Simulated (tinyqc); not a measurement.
Worked calculation: empirical pseudopotential in a few plane waves. One step of it, computed by the program tinyqc.

Question. Bloch Hamiltonian at k. Basis: the 15 shortest G (labels in 2 pi/a), the same at every k. H(G,G') = c |k + G|^2 delta + VS(|G-G'|^2) cos((G-G').tau) + i VA sin((G-G').tau), tau = a/8 (1,1,1); 1 Ry = 13.605693 eV.

Parameters chosen for this model: fcc lattice, atoms at +/- a/8 (1,1,1); form factors in rydberg at |G|^2 in units of (2 pi/a)^2:
```
parameter                 value      unit
a                      5.470000  angstrom
VS(3)                 -0.248000        Ry
VS(8)                 -0.005000        Ry
VS(11)                 0.034000        Ry
VA(3)                  0.058000        Ry
VA(4)                  0.090000        Ry
VA(11)                 0.036000        Ry
hbar^2/2m (2 pi/a)^2   5.026990        eV
```

k point k (2 pi / a): -0.050000  0.170000  -0.590000

Give: H(k) at k.

Answer.

H(k) at k (eV), lower triangle (Hermitian):
```
               +0+0+0         -1-1-1         -1-1+1         -1+1-1
+0+0+0          1.908
-1-1-1   2.386-0.558i         21.714
-1-1+1  -2.386-0.558i   0.000+1.225i          9.850
-1+1-1  -2.386-0.558i   0.000+1.225i         -0.068         25.132
-1+1+1  -2.386+0.558i          0.068   0.000+1.225i   0.000+1.225i
+1-1-1  -2.386-0.558i   0.000+1.225i         -0.068         -0.068
+1-1+1  -2.386+0.558i          0.068   0.000+1.225i          0.000
+1+1-1  -2.386+0.558i          0.068          0.000   0.000+1.225i
+1+1+1   2.386+0.558i          0.000          0.068          0.068
-2+0+0   0.000-1.225i  -2.386+0.558i  -2.386-0.558i  -2.386-0.558i
+0-2+0   0.000-1.225i  -2.386+0.558i  -2.386-0.558i   0.327-0.346i
+0+0-2   0.000-1.225i  -2.386+0.558i   0.327-0.346i  -2.386-0.558i
+0+0+2   0.000+1.225i  -0.327-0.346i   2.386+0.558i  -0.327+0.346i
+0+2+0   0.000+1.225i  -0.327-0.346i  -0.327+0.346i   2.386+0.558i
+2+0+0   0.000+1.225i  -0.327-0.346i  -0.327+0.346i  -0.327+0.346i

               -1+1+1         +1-1-1         +1-1+1         +1+1-1
-1+1+1         13.269
+1-1-1          0.000         20.709
+1-1+1         -0.068   0.000+1.225i          8.845
+1+1-1         -0.068   0.000+1.225i         -0.068         24.127
+1+1+1   0.000+1.225i          0.068   0.000+1.225i   0.000+1.225i
-2+0+0   2.386-0.558i   0.327-0.346i  -0.327-0.346i  -0.327-0.346i
+0-2+0  -0.327-0.346i  -2.386-0.558i   2.386-0.558i  -0.327-0.346i
+0+0-2  -0.327-0.346i  -2.386-0.558i  -0.327-0.346i   2.386-0.558i
+0+0+2  -2.386+0.558i  -0.327+0.346i  -2.386+0.558i   0.327+0.346i
+0+2+0  -2.386+0.558i  -0.327+0.346i   0.327+0.346i  -2.386+0.558i
+2+0+0   0.327+0.346i   2.386+0.558i  -2.386+0.558i  -2.386+0.558i

               +1+1+1  -2+0+0  +0-2+0  +0+0-2
+1+1+1         12.263
-2+0+0  -0.327+0.346i  23.021
+0-2+0  -0.327+0.346i  -0.068  18.597
+0+0-2  -0.327+0.346i  -0.068  -0.068  33.879
+0+0+2  -2.386-0.558i   0.068   0.068   0.000
+0+2+0  -2.386-0.558i   0.068   0.000   0.068
+2+0+0  -2.386-0.558i   0.000   0.068   0.068

        +0+0+2  +0+2+0  +2+0+0
+0+0+2  10.152
+0+2+0  -0.068  25.434
+2+0+0  -0.068  -0.068  21.010
```
